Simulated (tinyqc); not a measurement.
Input admittance of a MOSFET at zero drain bias: distributed channel and distributed gate: two steps of the calculation.

Source and drain grounded, strong inversion, w = 2 pi f, Cox = eps0 eox/tox. The channel is an RC line of resistance 1/(mu Cox Vo) per square fed from both ends, so one finger has the intrinsic admittance y = i w Cox L tanh(g)/g per width, g = (1/2) sqrt(i w tau), tau = L^2/(mu Vo). The vertical resistance rv/L is in series with y, the overlaps 2 i w Cov in parallel: y_t = 1/(1/y + rv/L) + 2 i w Cov. The gate strip is a line of Rsh/L per length loaded by y_t, so a finger has Y = y_t Wf tanh(k)/k, k = (Wf/sd) sqrt(y_t Rsh/L); the device has Nf Y.

Values chosen for this exercise; values of the order met in silicon radio-frequency transistors: relative permittivity of the gate insulator (close to silicon dioxide) eox = 3.9; insulator thickness tox = 6.6 nm; channel length L = 0.46 um; finger width Wf = 4.8 um; number of fingers Nf = 32; channel mobility mu = 190 cm^2/(V s); gate overdrive Vo = 0.4 V; sheet resistance of the gate Rsh = 15 ohm/square; vertical resistivity of the gate stack rv = 1.3 ohm um^2; number of ends at which a finger is contacted sd = 2; overlap and fringe capacitance on each side Cov = 0.3 fF/um; frequency f = 11 GHz.

Constants: eps0 = 8.8541878128e-14 F/cm where lengths are in cm. Results are converted to the units shown.

Problem 1. Admittance of the channel and stack per width. tau, g, c = Cox L, y and y_t as defined.

Give: tau; g; c; y; y_t.

Solution 1.

tau = 27.84 ps
g = 0.4904+0.4904i
c = 2.407 fF/um
y = 25.7+161.4i uS/um
y_t = 25.8+202.8i uS/um

w tau = 1.92, and Im y is 0.970 of w c.

Problem 2. Input impedance of the device. k and Y as defined; Z = 1/(Nf Y) = R + 1/(i w C); Q = |Im Z|/R; signal at the point farthest from a contact |1/cosh k|.

y_t = 25.78314+202.84147i uS/um

Find: k; Nf Y; R; C; Q; signal at the far point.

Solution 2.

k = 0.1471+0.1295i
Nf Y = 4.35+31.05i mS
R = 4.422 ohm
C = 458.1 fF
Q = 7.143
signal at the far point = 0.9975

Numbers from tinyqc (`OMP_NUM_THREADS=1 python tinyqc.py 2262139 2262140 out.jsonl`; about 0.01 s on one thread of a shared Intel Xeon 2.30GHz).
